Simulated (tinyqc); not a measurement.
# Six-transistor SRAM cell, nodal equations and margins: what changes with what

Two cross-coupled inverters (pull-down bn, pull-up bp) hold the nodes Q and QB; access transistors (ba, threshold VTn, gate on the word line at Vdd when selected) join them to the bit lines. Transistor (EKV form, voltages against the body): I = 2 n b Vt^2 [F(vp - Vs) - F(vp - Vd)] from drain to source, F(v) = ln^2(1 + exp(v/(2 Vt))), vp = (Vg - VT + sg |Vd - Vs|)/n. n-channel bodies are at 0; for the p-channel device all voltages are counted down from Vdd. b in uA/V^2 gives I in uA. For an access transistor the bit line is the drain and the node the source. In a read both bit lines are at Vdd. The cell is symmetric (no mismatch).

Inputs (values chosen for the exercise):

| symbol | value | unit | meaning |
|---|---|---|---|
| T | 250 | K | temperature |
| Vdd | 0.8 | V | supply voltage |
| n | 1.17 |  | slope factor |
| sg | 0.033 |  | drain-induced barrier lowering |
| VTn | 0.42 | V | n-channel threshold |
| VTp | 0.28 | V | p-channel threshold (magnitude) |
| bn | 290 | uA/V^2 | gain factor of the pull-down transistor |
| ba | 290 | uA/V^2 | gain factor of the access transistor |
| bp | 140 | uA/V^2 | gain factor of the pull-up transistor |

Constants: q = 1.602176634e-19 C, kB = 1.380649e-23 J/K, Vt = kB T/q. Results are converted to the units shown.

Each table varies one quantity; the others keep the values above.

## Effect of the gain factor of the pull-down transistor

f(x) is the node voltage of one half-cell for input x: In = Ip in hold, In = Ip + Ia in a read. Static noise margin: side of the largest square between the curve (x, f(x)) and its mirror image (f(y), y); with h(c) the root x of f(x) - x = c, it is the maximum over c > 0 of h(c) - h(-c) + c. Q is the low node in a read and Iread the current of its access transistor. The write trip is the voltage to which the bit line of the high node must fall (the other staying at Vdd) for that state to vanish; higher is easier, and a negative value means that a grounded bit line does not write.

Effect of the gain factor of the pull-down transistor:

| bn (uA/V^2) | hold margin (mV) | read margin (mV) | Q in a read (mV) | Iread (uA) | write trip (mV) |
|---|---|---|---|---|---|
| 180 | 317.7 | 198.5 | 135.0 | 7.404 | 160.3 |
| 240 | 322.7 | 203.8 | 116.4 | 8.807 | 151.9 |
| 320 | 327.3 | 209.8 | 98.71 | 10.27 | 143.0 |
| 420 | 331.2 | 216.1 | 83.09 | 11.65 | 134.3 |
| 550 | 334.7 | 222.8 | 69.02 | 12.97 | 125.6 |
| 720 | 337.6 | 229.9 | 56.57 | 14.19 | 116.9 |

As bn goes from 180 to 720 uA/V^2, the read margin rises from 199 to 230 mV, the write trip falls from 160 to 117 mV and Iread rises from 7.40 to 14.2 uA. The read margin is 0.62 of the hold margin in the first row and 0.68 in the last. Read stability and write ability pull in opposite directions.

## Effect of the drain-induced barrier lowering

Same model as above.

Effect of the drain-induced barrier lowering:

| sg | hold margin (mV) | read margin (mV) | Q in a read (mV) | Iread (uA) | write trip (mV) |
|---|---|---|---|---|---|
| 0.02 | 330.7 | 213.6 | 101.0 | 9.443 | 140.1 |
| 0.05 | 319.1 | 200.0 | 109.4 | 10.18 | 153.6 |
| 0.08 | 307.2 | 186.3 | 117.8 | 10.93 | 165.9 |
| 0.11 | 294.9 | 172.6 | 125.9 | 11.67 | 177.2 |
| 0.14 | 282.2 | 159.0 | 134.0 | 12.42 | 187.6 |
| 0.17 | 269.3 | 145.5 | 141.8 | 13.18 | 197.0 |

Read the table: what changes, and by how much?

As sg goes from 0.02 to 0.17, the read margin falls from 214 to 145 mV, the write trip rises from 140 to 197 mV and Iread rises from 9.44 to 13.2 uA. The read margin is 0.65 of the hold margin in the first row and 0.54 in the last. Read stability and write ability pull in opposite directions.

Numbers from tinyqc (`OMP_NUM_THREADS=1 python tinyqc.py 2340076 2340077 out.jsonl`; about 0.1 s on one thread of a shared Intel Xeon 2.30GHz).
